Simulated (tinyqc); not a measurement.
Six-transistor SRAM cell, nodal equations and margins: one step of the calculation.

Two cross-coupled inverters (pull-down bn, pull-up bp) hold the nodes Q and QB; access transistors (ba, threshold VTn, gate on the word line at Vdd when selected) join them to the bit lines. Transistor (EKV form, voltages against the body): I = 2 n b Vt^2 [F(vp - Vs) - F(vp - Vd)] from drain to source, F(v) = ln^2(1 + exp(v/(2 Vt))), vp = (Vg - VT + sg |Vd - Vs|)/n. n-channel bodies are at 0; for the p-channel device all voltages are counted down from Vdd. b in uA/V^2 gives I in uA. For an access transistor the bit line is the drain and the node the source. In a read both bit lines are at Vdd. The cell is symmetric (no mismatch).

Question. Node voltages in a read by Newton steps. F1 = In(gate QB, drain Q) - Ip(gate QB, drain Q) - Ia(bit line, Q), F2 the same with Q and QB exchanged; J by central differences with +/- 1e-6 V; solve J d = -F, limit each component to +/- 0.15 V and add.

Inputs (values chosen for the exercise):

| symbol | value | unit | meaning |
|---|---|---|---|
| T | 300 | K | temperature |
| Vdd | 0.7 | V | supply voltage |
| n | 1.21 |  | slope factor |
| sg | 0.059 |  | drain-induced barrier lowering |
| VTn | 0.28 | V | n-channel threshold |
| VTp | 0.43 | V | p-channel threshold (magnitude) |
| bn | 190 | uA/V^2 | gain factor of the pull-down transistor |
| ba | 130 | uA/V^2 | gain factor of the access transistor |
| bp | 90 | uA/V^2 | gain factor of the pull-up transistor |

Constants: q = 1.602176634e-19 C, kB = 1.380649e-23 J/K, Vt = kB T/q. Results are converted to the units shown.

(Q, QB) at the start (V): Q 0.00000000, QB 0.70000000

Wanted: F1, F2; J; (Q, QB) after iteration 1.

Answer.

F1, F2 (uA): [-11.433, 0.000]

J (uS):

|  | Q | QB |
|---|---|---|
| F1 | 142.58 | 0.00 |
| F2 | 0.00 | 24.05 |

(Q, QB) after iteration 1 (V): Q 0.08019, QB 0.69998

tinyqc, about 0.1 s, one thread, Intel Xeon 2.30GHz (shared host): `OMP_NUM_THREADS=1 python tinyqc.py 2340017 2340018 out.jsonl`
